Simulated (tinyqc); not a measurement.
Minority carriers and saturation current of a heavily doped emitter: two steps of the calculation.

n-type, parabolic bands, full ionisation. eta = (EF - Ec)/kB T solves N = Nc F12(eta), F12(x) = (2/sqrt(pi)) int_0^infinity sqrt(u)/(1 + exp(u - x)) du. The gap shrinks rigidly by dEg = E1 [ln(N/N0) + sqrt(ln^2(N/N0) + 0.5)], an empirical law that is here taken as the true narrowing.

Inputs (values chosen for the exercise); band and dielectric values those of a made-up semiconductor:
```
symbol    value        unit                                     meaning
T           250           K                                 temperature
Eg         1.45          eV                                    band gap
Nc      1.78e19       cm^-3  conduction-band density of states at 250 K
Nv      1.87e19       cm^-3     valence-band density of states at 250 K
N        3.4e18       cm^-3                       ionised donor density
E1            8         meV                 energy of the narrowing law
N0       8.1e16       cm^-3                density of the narrowing law
mup         110  cm^2/(V s)                      minority-hole mobility
Cn      2.2e-31      cm^6/s                           Auger coefficient
ts         0.11          us                             defect lifetime
W           620          nm                               emitter width
S         29000        cm/s       recombination velocity at the contact
```

Constants: q = 1.602176634e-19 C, kB = 1.380649e-23 J/K, Vt = kB T/q. Results are converted to the units shown.

Question 1. Effective intrinsic density. ni = sqrt(Nc Nv) exp(-Eg/(2 Vt)), Eg in volts; degeneracy factor g = F12(eta) exp(-eta); nie^2 = ni^2 exp(dEg/kB T) g, p0 = nie^2/N; apparent narrowing dEg + kB T ln g.

converged eta = -1.5880699

Give: ni; dEg; g; apparent narrowing; nie; p0.

Answer 1.

ni = 4.424e4 cm^-3
dEg = 60.32 meV
g = 0.9349
apparent narrowing = 58.87 meV
nie = 1.735e5 cm^-3
p0 = 8.849e-9 cm^-3

Narrowing multiplies p0 by 16.4 and degeneracy by 0.935.

Question 2. Saturation current. 1/tau = Cn N^2 + 1/ts, D = mup Vt, L = sqrt(D tau); J0 = (q p0 D/L)(s + tanh(W/L))/(1 + s tanh(W/L)), s = S L/D; the share recombining inside is 1 - 1/[cosh(W/L)(1 + tanh(W/L)/s)].

p0 = 8.8489539e-9 cm^-3

Wanted: tau; L; s; J0; share recombining inside.

Answer 2.

tau = 85.95 ns
L = 4513 nm
s = 5.523
J0 = 2.402e-8 fA/cm^2
share recombining inside = 3.326 %

The emitter is transparent: most holes reach the contact.

Range of the model: Band tails, non-parabolic bands and incomplete ionisation are left out.

tinyqc, about 0.01 s, one thread, Intel Xeon 2.30GHz (shared host): `OMP_NUM_THREADS=1 python tinyqc.py 2330115 2330116 out.jsonl`
